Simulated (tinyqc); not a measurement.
Thin (001) film in sp3s* tight binding with raised dangling bonds: one step. The two blocks of the small film. Three cases, with inputs chosen for the exercise.

Question. Fill them in.

Planes alternate anion (a), cation (c) along [001], a/4 apart, starting with an anion; zero in-plane momentum; levels counted from the bulk Ev, the lower root of [[Epa, Vxx], [Vxx, Epc]]; no spin-orbit coupling. Block of s, pz, s*: from an anion to the cation above, Vss/2 (s,s), Vsapc/2 (s,z), -Vscpa/2 (z,s), Vxx/2 (z,z), Vxapc/2 (s*,z), -Vpaxc/2 (z,s*); to the cation below the same with the s-z and s*-z signs reversed. Block of u = (px + py)/sqrt2 and v = (px - py)/sqrt2: to the cation above (Vxx + Vxy)/2 for u and (Vxx - Vxy)/2 for v, to the cation below the reverse. Each surface atom has two dangling sp3 hybrids; raising both by dl adds (dl/2) [[1, t], [t, 1]] to its s, pz levels (t = -1 at the bottom face, +1 at the top) and dl to the one of u, v in whose plane the missing bonds lie (v for a bottom anion or a top cation, u for a top anion).

Case 1.

Values chosen (out of a larger set: near a published set for Si, fitted to gaps, whose masses and valley positions are rough; not measured data): p = (-4.174, 1.719, -4.174, 1.719, 6.642, 6.642, -8.344, 1.709, 4.567, 5.697, 5.697, 5.36, 5.36) eV (order Esa, Epa, Esc, Epc, Exa, Exc, Vss, Vxx, Vxy, Vsapc, Vscpa, Vxapc, Vpaxc); N = 4 (atomic planes in the small film); dl = 5 eV (shift of the dangling hybrids).

Case 2.

Values chosen (out of a larger set: near a published set for Ge, fitted to gaps, whose masses and valley positions are rough; the L valleys, lowest in Ge, lie off zero in-plane momentum and are not seen; not measured data): p = (-5.948, 1.619, -5.948, 1.619, 6.457, 6.457, -6.766, 1.62, 4.926, 5.446, 5.446, 5.253, 5.253) eV (order Esa, Epa, Esc, Epc, Exa, Exc, Vss, Vxx, Vxy, Vsapc, Vscpa, Vxapc, Vpaxc); N = 4 (atomic planes in the small film); dl = 20 eV (shift of the dangling hybrids).

Case 3.

Values chosen (out of a larger set: near a published set for InAs, fitted to gaps, whose masses and valley positions are rough; not measured data): p = (-9.61, 0.909, -2.73, 3.7, 7.388, 6.76, -5.561, 1.83, 4.438, 3.025, 5.457, 3.365, 3.929) eV (order Esa, Epa, Esc, Epc, Exa, Exc, Vss, Vxx, Vxy, Vsapc, Vscpa, Vxapc, Vpaxc); N = 4 (atomic planes in the small film); dl = 5 eV (shift of the dangling hybrids).

Give: s, pz, s* block; u, v block.

Answer.

Case 1.

s, pz, s* block (eV):
```
        sa1     za1    *a1     sc2     zc2     *c2     sa3     za3     *a3     sc4    zc4     *c4
sa1  -1.684  -2.500      0  -4.172   2.849       0       0       0       0       0      0       0
za1  -2.500   4.209      0  -2.849   0.855  -2.680       0       0       0       0      0       0
*a1       0       0  6.632       0   2.680       0       0       0       0       0      0       0
sc2  -4.172  -2.849      0  -4.184       0       0  -4.172   2.849       0       0      0       0
zc2   2.849   0.855  2.680       0   1.709       0  -2.849   0.855  -2.680       0      0       0
*c2       0  -2.680      0       0       0   6.632       0   2.680       0       0      0       0
sa3       0       0      0  -4.172  -2.849       0  -4.184       0       0  -4.172  2.849       0
za3       0       0      0   2.849   0.855   2.680       0   1.709       0  -2.849  0.855  -2.680
*a3       0       0      0       0  -2.680       0       0       0   6.632       0  2.680       0
sc4       0       0      0       0       0       0  -4.172  -2.849       0  -1.684  2.500       0
zc4       0       0      0       0       0       0   2.849   0.855   2.680   2.500  4.209       0
*c4       0       0      0       0       0       0       0  -2.680       0       0      0   6.632
```

u, v block (eV):
```
       ua1     va1     uc2     vc2     ua3     va3    uc4     vc4
ua1  1.709       0   3.138       0       0       0      0       0
va1      0   6.709       0  -1.429       0       0      0       0
uc2  3.138       0   1.709       0  -1.429       0      0       0
vc2      0  -1.429       0   1.709       0   3.138      0       0
ua3      0       0  -1.429       0   1.709       0  3.138       0
va3      0       0       0   3.138       0   1.709      0  -1.429
uc4      0       0       0       0   3.138       0  1.709       0
vc4      0       0       0       0       0  -1.429      0   6.709
```

Case 2.

s, pz, s* block (eV):
```
         sa1      za1    *a1     sc2     zc2     *c2     sa3     za3     *a3     sc4     zc4     *c4
sa1    4.053  -10.000      0  -3.383   2.723       0       0       0       0       0       0       0
za1  -10.000   11.620      0  -2.723   0.810  -2.627       0       0       0       0       0       0
*a1        0        0  6.458       0   2.627       0       0       0       0       0       0       0
sc2   -3.383   -2.723      0  -5.947       0       0  -3.383   2.723       0       0       0       0
zc2    2.723    0.810  2.627       0   1.620       0  -2.723   0.810  -2.627       0       0       0
*c2        0   -2.627      0       0       0   6.458       0   2.627       0       0       0       0
sa3        0        0      0  -3.383  -2.723       0  -5.947       0       0  -3.383   2.723       0
za3        0        0      0   2.723   0.810   2.627       0   1.620       0  -2.723   0.810  -2.627
*a3        0        0      0       0  -2.627       0       0       0   6.458       0   2.627       0
sc4        0        0      0       0       0       0  -3.383  -2.723       0   4.053  10.000       0
zc4        0        0      0       0       0       0   2.723   0.810   2.627  10.000  11.620       0
*c4        0        0      0       0       0       0       0  -2.627       0       0       0   6.458
```

u, v block (eV):
```
       ua1     va1     uc2     vc2     ua3     va3    uc4     vc4
ua1  1.620       0   3.273       0       0       0      0       0
va1      0  21.620       0  -1.653       0       0      0       0
uc2  3.273       0   1.620       0  -1.653       0      0       0
vc2      0  -1.653       0   1.620       0   3.273      0       0
ua3      0       0  -1.653       0   1.620       0  3.273       0
va3      0       0       0   3.273       0   1.620      0  -1.653
uc4      0       0       0       0   3.273       0  1.620       0
vc4      0       0       0       0       0  -1.653      0  21.620
```

Case 3.

s, pz, s* block (eV):
```
        sa1     za1    *a1     sc2     zc2     *c2     sa3     za3     *a3     sc4    zc4     *c4
sa1  -7.113  -2.500      0  -2.780   1.512       0       0       0       0       0      0       0
za1  -2.500   3.406      0  -2.728   0.915  -1.964       0       0       0       0      0       0
*a1       0       0  7.385       0   1.683       0       0       0       0       0      0       0
sc2  -2.780  -2.728      0  -2.733       0       0  -2.780   2.728       0       0      0       0
zc2   1.512   0.915  1.683       0   3.697       0  -1.512   0.915  -1.683       0      0       0
*c2       0  -1.964      0       0       0   6.757       0   1.964       0       0      0       0
sa3       0       0      0  -2.780  -1.512       0  -9.613       0       0  -2.780  1.512       0
za3       0       0      0   2.728   0.915   1.964       0   0.906       0  -2.728  0.915  -1.964
*a3       0       0      0       0  -1.683       0       0       0   7.385       0  1.683       0
sc4       0       0      0       0       0       0  -2.780  -2.728       0  -0.233  2.500       0
zc4       0       0      0       0       0       0   1.512   0.915   1.683   2.500  6.197       0
*c4       0       0      0       0       0       0       0  -1.964       0       0      0   6.757
```

u, v block (eV):
```
       ua1     va1     uc2     vc2     ua3     va3    uc4     vc4
ua1  0.906       0   3.134       0       0       0      0       0
va1      0   5.906       0  -1.304       0       0      0       0
uc2  3.134       0   3.697       0  -1.304       0      0       0
vc2      0  -1.304       0   3.697       0   3.134      0       0
ua3      0       0  -1.304       0   0.906       0  3.134       0
va3      0       0       0   3.134       0   0.906      0  -1.304
uc4      0       0       0       0   3.134       0  3.697       0
vc4      0       0       0       0       0  -1.304      0   8.697
```

Computed by tinyqc, one run a case: `OMP_NUM_THREADS=1 python tinyqc.py N N+1 out.jsonl` with N = 1481178, 1482215, 1482324; one thread of a shared Intel(R) Xeon(R) Processor @ 2.30GHz, about 0.4 s a run at most.
